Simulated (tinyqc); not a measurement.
Which roughness does what: X-ray reflectivity of a thin film on silicon: critical angles, Parratt recursion, fringes and roughness. Computed by tinyqc, a small Python program. Command: `OMP_NUM_THREADS=1 python tinyqc.py 3120765 3120766 out.jsonl xrr walk`. One thread of a shared host (Intel(R) Xeon(R) Processor @ 2.30GHz), about 0.01 s of CPU time with the checks.

n = 1 - delta + i beta; the classical electron radius is r_e = 2.8179403e-6 nm. Layer 0 is vacuum, 1 the film, 2 the substrate.

Inputs (values chosen for the exercise, modelled on Si3N4 on silicon, copper K-alpha radiation):
```
quantity,value,unit
wavelength lambda,0.15406,nm
film density rho,2.73,g/cm^3
"effective electrons per unit mass, film",0.497,mol/g
"beta/delta, film",0.016,-
film thickness d,44.3,nm
roughness of the surface sigma_1,0.83,nm
roughness of the interface sigma_2,0.11,nm
substrate density,2.33,g/cm^3
"effective electrons per unit mass, substrate",0.507,mol/g
"beta/delta, substrate",0.023,-
grazing angle theta,1.33,degrees
```

Constants: N_A = 6.02214076e+23 1/mol.

Method:
- delta = r_e lambda^2 rho_e/(2 pi), rho_e = density x electrons per mass x N_A; critical angle sqrt(2 delta), q_c = 4 sqrt(pi r_e rho_e).
- k_j = (2 pi/lambda) sqrt(sin^2 theta - 2 delta_j + 2 i beta_j); r_ij = (k_i - k_j)/(k_i + k_j) x exp(-2 k_i k_j sigma^2) (Nevot-Croce); r = (r_01 + r_12 p)/(1 + r_01 r_12 p), p = exp(2 i k_1 d); R = |r|^2.
- Far above the critical angle the period is d theta = lambda/(2 d), or 2 pi/d in q; the envelope runs between (|r_01| - |r_12 p|)^2 and (|r_01| + |r_12 p|)^2; contrast = 2 a b/(a^2 + b^2) with a = |r_01|, b = |r_12 p|; roughness factors on the amplitudes are about exp(-q^2 sigma^2/2).
- R is averaged over one period above each angle (64 points); contrast = (max - min)/(max + min) of R theta^4 over that period. Cases: smooth; only sigma_1; only sigma_2; both.

period in theta = 0.0996274 degrees

Constants:
```
layer,rho_e (1/nm^3),delta,beta,critical angle (degrees),q_c (1/nm)
film,817.090,8.69764e-06,1.39162e-07,0.238967,0.340201
substrate,711.402,7.57263e-06,1.74170e-07,0.222977,0.317437
```

Mean R and contrast:
```
theta (degrees),R smooth,contrast,"R, sigma_1","contrast, sigma_1","R, sigma_2","contrast, sigma_2","R, both","contrast, both"
0.8,4.3345e-04,0.25019,1.6910e-04,3.5749e-01,4.3334e-04,0.24816,1.6900e-04,0.35505
1.2,8.7673e-05,0.25132,1.1277e-05,5.9160e-01,8.7633e-05,0.24691,1.1232e-05,0.58192
1.8,1.7965e-05,0.25188,4.3047e-07,9.7473e-01,1.7945e-05,0.24219,4.0801e-07,0.98279
2.5,4.9543e-06,0.25237,8.0833e-08,1.8530e-01,4.9431e-06,0.23411,6.9096e-08,0.19708
3.5,1.3172e-06,0.25298,2.1417e-08,2.7777e-03,1.3115e-06,0.21744,1.5755e-08,0.00780
```

At 2.5 degrees sigma_1 alone multiplies the mean R by 0.016 and sigma_2 alone by 1.00; the contrast goes from 0.25 (smooth) to 0.19 and 0.23.
